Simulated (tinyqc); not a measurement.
# Coupling and phonon occupation from the scattering functions

Problem. A level coupled to a phonon of energy w0 has, in the self-consistent Born approximation, Sin(E) = M^2 [(Nq + 1) Gn(E + w0) + Nq Gn(E - w0)], Sout(E) = M^2 [(Nq + 1) Gp(E - w0) + Nq Gp(E + w0)]. Find M, Nq and, from Nq = 1/(exp(w0/kB T) - 1), the phonon temperature.

Values chosen for this exercise: phonon energy w0 = 25 meV.

Constants: q = 1.602176634e-19 C, kB = 1.380649e-23 J/K. Results are converted to the units shown.

Gn at E - w0 and E + w0 (1/meV): 0.014600235  2.6951850e-4
Gp at E - w0 and E + w0 (1/meV): 0.012635951  0.0038057016
Sin and Sout at E (meV): 0.27822685  1.5414326

Answer. Both equations are linear in M^2 and M^2 Nq.

M = 10.0 meV
Nq = 0.169
T = 150 K

Computed by the program tinyqc: `OMP_NUM_THREADS=1 python tinyqc.py 2720015 2720016 out.jsonl`, one thread of a shared Intel Xeon 2.30GHz, about 0.04 s for the whole run.
